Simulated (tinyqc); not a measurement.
Plane-wave Kohn-Sham cycle with exchange-only LDA in a layered model solid, step by step. Computed by tinyqc, a small Python program that keeps every step. Settings: points = 16, plane-wave index or count = 2, electrons = 2, k points = 4, area = 22.0, mixing = 1.0, iteration cap = 65. Command: `OMP_NUM_THREADS=1 python tinyqc.py 24511 24512 out.jsonl` (the two numbers bound the seeds that draw the settings). One thread of a shared host (Intel(R) Xeon(R) Processor @ 2.60GHz), about 0.03 s of CPU time with the checks.

A solid whose potential varies along x alone (atomic units):
```
parameter                      value
period a                    7.800000
cross-section of the cell  22.000000
electrons per cell                 2
grid points                       16
plane waves -n..n, n               2
k points                           4
V1 in V1 cos(2 pi x/a)     -0.200000
V2 in V2 cos(4 pi x/a)     -0.190000
```

Stop when sqrt(dV sum R^2) is below 1e-8, dV = a A/N.

Course of the cycle:
```
iteration  E (hartree)  norm of the residual
1          -0.49323675              1.51e-01
2          -0.43181802              1.20e-01
3          -0.45559771              1.13e-01
4          -0.42523092              1.03e-01
5          -0.44211524              9.92e-02
6          -0.42162582              9.33e-02
7          -0.43483108              9.06e-02
8          -0.41931392              8.66e-02
9          -0.43027031              8.47e-02
10         -0.41770048              8.18e-02
11         -0.42715318              8.03e-02
...                ...                   ...
55         -0.41531152              5.96e-02
56         -0.41114809              5.95e-02
57         -0.41524001              5.94e-02
58         -0.41111056              5.93e-02
59         -0.41517599              5.93e-02
60         -0.41107689              5.92e-02
61         -0.41511862              5.92e-02
62         -0.41104667              5.91e-02
63         -0.41506715              5.91e-02
64         -0.41101951              5.90e-02
65         -0.41502094              5.90e-02
```

Can the last value be used, and what does the course show?

Not by the stop rule. Not converged within 65 iterations: the residual has stopped falling: the iteration swings between two states. Reruns (cap 100 unless said): mixing 0.1: not converged; mixing 0.5, Kerker q0 1.0: converged in 41 (E = -0.40256); mixing 0.3, Pulay depth 5: converged in 11 (E = -0.40256); the original settings with a cap of 400: not converged.
